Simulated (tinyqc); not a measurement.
Junctionless gate-all-around wire, depletion approximation: two steps of the calculation.

A uniformly doped n-type wire of radius R under a surrounding gate; long channel. Below flat band a shell from radius rc to R is fully depleted and the neutral core, at channel potential V (0 at the source, Vd at the drain), carries the current with constant mobility; s = (rc/R)^2 is the share of the cross-section that conducts. The edge of the depleted shell is taken as abrupt, so there is no subthreshold current.

Values chosen for this exercise; material values those of a made-up semiconductor:
```
symbol   value        unit                         meaning
R           10          nm                     wire radius
Nd      2.7e18       cm^-3                   donor density
Vfb       0.31           V               flat-band voltage
mu          33  cm^2/(V s)  effective mobility in the wire
L            1          um                     gate length
Vg         0.1           V                    gate voltage
Vd         0.2           V                   drain voltage
```

Constants: q = 1.602176634e-19 C. Results are converted to the units shown.

Task 1. Conducting share at the source by Newton steps. With V = 0: f = A (1 - s + s ln s) + B (1 - s) - (Vfb - Vg); f' = A ln s - B; s(new) = s - f/f'.

s after iteration 1 = 0.12564265
A = 0.098501706 V
B = 0.17283215 V

Find: f; f'; s after iteration 2.

Result 1.

f = 0.0015710 V
f' = -0.37716 V
s after iteration 2 = 0.12981

Task 2. Core radius, conductance and current. s solves Vfb - Vg + V = A (1 - s + s ln s) + B (1 - s), and s = 0 where the left side exceeds A + B. I = (q mu Nd pi R^2/L)[g(s0) - g(sL)], g = A (s^2/4 - (s^2/2) ln s) + B s^2/2, with s0 at V = 0 and sL at V = Vd. rc = R sqrt(s0); the small-signal conductance at Vd = 0 is q mu Nd pi R^2 s0/L.

s0 = 0.12982608
sL = 0
A = 0.098501706 V
B = 0.17283215 V

Find: rc at the source; conductance; I.

Result 2.

rc at the source = 3.6031 nm
conductance = 0.058224 uS
I = 0.0015994 uA

The drain end is pinched off, so the current is saturated.

tinyqc, about 0.01 s, one thread, Intel Xeon 2.30GHz (shared host): `OMP_NUM_THREADS=1 python tinyqc.py 2460121 2460122 out.jsonl`
